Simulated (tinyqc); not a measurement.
# MOSFET in the linear regime without short-channel effects, parameter extraction from computed curves, step by step

Numbers from tinyqc (`OMP_NUM_THREADS=1 python tinyqc.py 2210040 2210041 out.jsonl`; about 0.01 s on one thread of a shared Intel Xeon 2.30GHz). Printed values are rounded.

Inversion charge Q = Cox n Vt W0(exp((Vg - VT)/(n Vt))), W0 the Lambert function and n = nf; u = Q/Cox; mobility mu = mu0/(1 + th1 u + th2 u^2); channel resistance Rch = (L - dL)/(W mu Q); Id = Vd/(Rch + Rsd/W). Cox = eps0 eox/tox. Small Vd, no channel-length or drain effects.

Inputs (values chosen for the exercise); channel values of the order met in silicon transistors:
- T = 77 K (temperature)
- eox = 8.77 (relative permittivity of the gate insulator (close to aluminium oxide))
- tox = 5.2 nm (insulator thickness)
- mu0 = 190 cm^2/(V s) (low-field mobility)
- th1 = 0.78 1/V (first mobility attenuation factor)
- th2 = 0 1/V^2 (second mobility attenuation factor)
- VT = 0.39 V (threshold voltage)
- nf = 1.43 (body factor)
- W = 0.5 um (gate width)
- L = 0.07 um (drawn gate length)
- dL = 0.002 um (drawn less effective length)
- Rsd = 280 ohm um (source plus drain resistance)
- Vd = 0.025 V (drain voltage)

Constants: q = 1.602176634e-19 C, kB = 1.380649e-23 J/K, Vt = kB T/q, eps0 = 8.8541878128e-14 F/cm where lengths are in cm. Results are converted to the units shown.

## Transfer curve

| point | Vg (V) |
|---|---|
| 0 | 0.15 |
| 1 | 0.27 |
| 2 | 0.39 |
| 3 | 0.51 |
| 4 | 0.63 |
| 5 | 0.75 |
| 6 | 0.87 |
| 7 | 0.99 |
| 8 | 1.11 |
| 9 | 1.23 |

u, mu, Rch and Id as defined.

| point | u (V) | mu (cm^2/(V s)) | Rch (ohm) | Id (uA) |
|---|---|---|---|---|
| 0 | 9.824374e-14 | 190 | 4.879052e15 | 5.123946e-12 |
| 1 | 3.053169e-8 | 190.0000 | 1.569963e10 | 1.592394e-6 |
| 2 | 0.005381365 | 189.2058 | 89447.25 | 0.2777554 |
| 3 | 0.09785902 | 176.5258 | 5272.115 | 4.286609 |
| 4 | 0.2105873 | 163.1941 | 2650.071 | 7.787990 |
| 5 | 0.3264283 | 151.4410 | 1842.310 | 10.40665 |
| 6 | 0.4435198 | 141.1647 | 1454.637 | 12.40918 |
| 7 | 0.5612854 | 132.1461 | 1227.880 | 13.98304 |
| 8 | 0.6794722 | 124.1840 | 1079.336 | 15.25008 |
| 9 | 0.7979472 | 117.1105 | 974.5942 | 16.29095 |

## Threshold and mobility at the peak transconductance

gm_i = (Id_(i+1) - Id_(i-1))/(Vg_(i+1) - Vg_(i-1)); at the point j of largest gm the tangent meets the axis at V_ext = Vg_j - Id_j/gm_j; field-effect mobility gm_j L/(W Cox Vd) with the drawn L.

| point | gm (uS) |
|---|---|
| 1 | 1.157314 |
| 2 | 17.86087 |
| 3 | 31.29265 |
| 4 | 25.50018 |
| 5 | 19.25496 |
| 6 | 14.90163 |
| 7 | 11.83706 |
| 8 | 9.616290 |

j = 3
V_ext = 0.3730154 V
field-effect mobility = 117.3506 cm^2/(V s)

V_ext is 17 mV below the model VT, and the mobility so found is 40 % below mu0 L/(L - dL) = 196 cm^2/(V s), the value for the drawn L; attenuation, series resistance and the slow approach of Q to a straight line all lower the peak gm.

## The Y function

Y_i = Id_i/sqrt(gm_i). For Id = beta Vd x/(1 + th x), x = Vg - VT, Y = sqrt(beta Vd) x whatever th. Slope s from points 5 and 8; VT_Y = Vg - Y/s at point 8; beta = s^2/Vd; mobility beta L/(W Cox) with the drawn L; th* = (beta Vd x/Id - 1)/x at point 8.

| point | Y (uA^0.5 V^0.5) |
|---|---|
| 1 | 1.480215e-6 |
| 2 | 0.06572207 |
| 3 | 0.7662893 |
| 4 | 1.542247 |
| 5 | 2.371591 |
| 6 | 3.214595 |
| 7 | 4.064244 |
| 8 | 4.917770 |

s = 7.072721 uA^0.5 V^-0.5
VT_Y = 0.4146848 V
beta = 2000.935 uA/V^2
mobility from Y = 187.5928 cm^2/(V s)
th* = 1.842009 1/V

The mobility from Y is 4.1 % below mu0 L/(L - dL) = 196 cm^2/(V s), which it should reach in deep inversion when th2 = 0. th* compares with th1 + mu0 Cox Rsd/(L - dL) = 1.95 1/V, since series resistance enters like th1.
